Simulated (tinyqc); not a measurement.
What grading buys: minority-electron transport through the base of a bipolar transistor (Moll-Ross and Kroemer integrals). Computed by tinyqc, a small Python program. Command: `OMP_NUM_THREADS=1 python tinyqc.py 3027745 3027746 out.jsonl base walk`. One thread of a shared host (Intel(R) Xeon(R) Processor @ 2.30GHz), about 0.01 s of CPU time with the checks.

Low injection, one dimension, x from the emitter edge (0) to the collector edge (W), s = x/W. Recombination is treated as a small correction (valid for tau_B well below tau_n), computed from the stored charge.

Inputs (values chosen for the exercise, modelled on GaAs):

| quantity | value | unit |
|---|---|---|
| base doping at the emitter edge N_0 | 1.9e+18 | 1/cm^3 |
| base width W | 31 | nm |
| mu_min | 930 | cm^2/(V s) |
| mu_max | 7180 | cm^2/(V s) |
| N_ref | 1.2e+17 | 1/cm^3 |
| saturation velocity v_s | 0.85 | 1e7 cm/s |
| temperature T | 300 | K |
| doping ratio N_0/N(W) | 6.3 | - |

Base doping profile: Gaussian. Gap grading: linear. Exit of the base: saturation velocity.

Constants: k_B = 8.617333262e-05 eV/K.

Method. N(x) = N_0 (ratio)^(-s^2); n_i(x)^2 = n_i^2 exp(s dE_g/k_B T); D(x) = (k_B T/e) mu, mu = mu_min + (mu_max - mu_min)/(1 + (N/N_ref)^0.7). With y(x) = N n_i^2/(D n_i(x)^2): base Gummel number G_B = int_0^W y dx + N(W) n_i^2/(v_s n_i(W)^2); J_C = e n_i^2 exp(e V_BE/k_B T)/G_B; n(x) = (J_C/e)(n_i(x)^2/(N n_i^2)) [int_x^W y dx + the same exit term]; transit time tau_B = (e/J_C) int n dx; trapezoid rule on 401 even points.

The same base with other gradings:

| dE_g (meV) | dE_g/k_B T | G_B (s/cm^4) | J_C gain | tau_B (ps) | speed gain |
|---|---|---|---|---|---|
| 0 | 0.000 | 1.0917e+11 | 1.0000 | 0.17787 | 1.0000 |
| 25 | 0.967 | 6.7889e+10 | 1.6080 | 0.13598 | 1.3080 |
| 50 | 1.934 | 4.7168e+10 | 2.3144 | 0.10922 | 1.6286 |
| 75 | 2.901 | 3.5684e+10 | 3.0593 | 0.09105 | 1.9535 |
| 100 | 3.868 | 2.8647e+10 | 3.8108 | 0.07805 | 2.2789 |
| 150 | 5.802 | 2.0563e+10 | 5.3089 | 0.06079 | 2.9260 |
| 200 | 7.736 | 1.6021e+10 | 6.8141 | 0.04985 | 3.5677 |
| 300 | 11.605 | 1.1053e+10 | 9.8772 | 0.03674 | 4.8417 |

What follows from these numbers?

At 100 meV J_C rises by a factor 3.81 and the transit is 2.28 times faster; at 300 meV the factors are 9.88 and 4.84. For a uniform base without exit term both tend to be linear in dE_g/k_B T, J_C as x/(1 - exp(-x)) and the speed as x/2. From 0 meV on the mean velocity W/tau_B exceeds v_s, so those speed gains are overstated.
